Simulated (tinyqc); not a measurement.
# Grain growth, pinning, strength and diffusional creep of a polycrystal or thin film, step by step

A worked calculation. Computed by tinyqc, a small Python program that keeps every step. Command: `OMP_NUM_THREADS=1 python tinyqc.py 3001044 3001045 out.jsonl grain walk`. One thread of a shared host (Intel(R) Xeon(R) Processor @ 2.30GHz), about 0.01 s of CPU time with the checks. Intermediate numbers are printed to about 6 digits and carried at full precision; extremes and crossings named in words are read from the listed rows.

One mean grain size d describes the structure.

Inputs (values chosen for the exercise, modelled on aluminium):

| quantity | value | unit |
|---|---|---|
| shear modulus G | 24.9 | GPa |
| Burgers vector b | 2.863 | angstrom |
| atomic volume Omega | 16.59 | angstrom^3 |
| boundary energy gamma | 0.36 | J/m^2 |
| mobility prefactor M0 | 5.4e-07 | m^4/(J s) |
| activation energy of boundary motion Q_m | 1.12 | eV |
| anneal temperature T | 516 | K |
| anneal time t | 200 | s |
| initial grain size d0 | 22 | nm |
| particle volume fraction f | 0.00058 | - |
| particle radius r | 4.3 | nm |
| film thickness h | 1200 | nm |
| surface energy gamma_s | 0.91 | J/m^2 |
| friction stress sigma_0 | 19 | MPa |
| Hall-Petch slope k_y | 0.059 | MPa m^0.5 |
| lattice diffusion energy Q_l | 1.42 | eV |
| boundary diffusion energy Q_b | 0.875 | eV |
| lattice prefactor D0 | 1.4e-05 | m^2/s |
| boundary prefactor delta D0b | 8.9e-15 | m^3/s |
| applied stress sigma | 200 | MPa |
| service temperature T_c | 435 | K |

Sample: thin film on a substrate.

Constants: k_B = 8.617333262e-05 eV/K; k_B = 1.380649e-23 J/K.

## Mobility and the sizes at which growth stops

M = M0 exp(-Q_m/(k_B T)). The driving pressure is 2 gamma/d. Zener pinning pressure 3 f gamma/(2 r) stops growth at d_Z = 4 r/(3 f). Grooves where boundaries meet the surface have the angle theta = arcsin(gamma/(2 gamma_s)) and are taken to stop growth at d_h = h/(2 theta), a few film thicknesses; the limit is 1/d_lim = 1/d_Z + 1/d_h.

mobility M = 6.21356e-18 m^4/(J s)

Zener size d_Z = 9885.06 nm

groove angle theta = 0.199115 rad

groove limit d_h = 3013.33 nm

limit d_lim = 2309.35 nm

The grooves set the tighter limit.

## Grain size after the anneal

dd/dt = 2 M gamma (1/d - 1/d_lim) integrates to 2 M gamma t = d_lim (d0 - d) + d_lim^2 ln[(d_lim - d0)/(d_lim - d)]; without pinning d^2 = d0^2 + 4 M gamma t.

size without pinning = 47.6813 nm

grain size d = 47.3857 nm

Pinning holds d to 99 % of the free value.

## Yield stress

Hall-Petch term k_y/sqrt(d). Orowan term 3.06 x 0.4 G b ln(2 rbar/b)/(pi lambda sqrt(1 - nu)) with nu = 1/3, rbar = sqrt(2/3) r, lambda = rbar (sqrt(pi/f) - 2). Film term (threading dislocation, matched substrate, the geometry of an fcc (111) film taken for all cases): 3.464 G b ln(2 h/b)/(4 pi (1 - nu) h). The terms are added to sigma_0.

Hall-Petch term = 271.037 MPa

Orowan term = 43.3007 MPa

film term = 22.1909 MPa

yield stress = 355.528 MPa

The largest term is the Hall-Petch one. The anneal changed the Hall-Petch term from 398 to 271 MPa. Caution: the grains are smaller than the film is thick, so they are not columnar, and the groove drag and film term are overstated.

## Diffusional creep at T_c

Nabarro-Herring rate = 14 sigma Omega D_l/(k_B T d^2), D_l = D0 exp(-Q_l/(k_B T)); Coble rate = 14 pi sigma Omega delta D_b/(k_B T d^3), delta D_b = delta D0b exp(-Q_b/(k_B T)); they are equal at d_x = pi delta D_b/D_l.

Nabarro-Herring rate = 1.70442e-06 1/s

Coble rate = 0.148097 1/s

crossover size d_x = 4117.34 micrometre

time to 1 % strain = 0.0675227 s

Boundary diffusion carries the creep, by a factor 87000. Caution: sigma Omega is not small against k_B T, as the linear creep laws assume.

## Strength against creep resistance

Hall-Petch term k_y/sqrt(d).

At T_c and sigma:

| d (nm) | Hall-Petch term (MPa) | Nabarro-Herring (1/s) | Coble (1/s) | time to 1 % (s) |
|---|---|---|---|---|
| 30 | 340.637 | 4.25234e-06 | 5.83611e-01 | 1.71346e-02 |
| 100 | 186.574 | 3.82710e-07 | 1.57575e-02 | 6.34604e-01 |
| 300 | 107.719 | 4.25234e-08 | 5.83611e-04 | 1.71335e+01 |
| 1000 | 59.000 | 3.82710e-09 | 1.57575e-05 | 6.34465e+02 |
| 3000 | 34.064 | 4.25234e-10 | 5.83611e-07 | 1.71222e+04 |
| 10000 | 18.657 | 3.82710e-11 | 1.57575e-08 | 6.33081e+05 |
| 100000 | 5.900 | 3.82710e-13 | 1.57575e-11 | 6.19571e+08 |

From 100 micrometre to 30 nm grains the Hall-Petch term grows 58 times, while the time to 1 % strain shrinks by 10.6 decades. Coble creep rules in 7 of the seven rows (d_x is a millimetre or more). Fine grains resist slip but creep fast. The Hall-Petch value at 30 nm is at the edge of that law, and in a film grains much larger than h lose atoms to the surfaces instead.

## Growth with time

The formulas are those given above.

At T:

| t (s) | free growth (nm) | pinned growth (nm) | d/d_lim |
|---|---|---|---|
| 1.80e+03 | 128.80 | 126.43 | 0.054746 |
| 6.00e+03 | 232.74 | 225.00 | 0.097428 |
| 1.80e+04 | 401.92 | 378.95 | 0.164095 |
| 6.00e+04 | 733.03 | 657.61 | 0.284761 |
| 1.80e+05 | 1269.27 | 1048.18 | 0.453886 |
| 6.00e+05 | 2317.11 | 1615.95 | 0.699739 |
| 1.80e+06 | 4013.23 | 2104.25 | 0.911184 |
| 6.00e+06 | 7327.05 | 2303.80 | 0.997597 |

The apparent exponent d ln d/d ln t of the pinned growth is at most about 0.48, below the ideal 1/2, and falls to 0.075 in the last rows: pinning hides it late.

Checks made by the program: d against numerical integration (relative difference 2e-09).
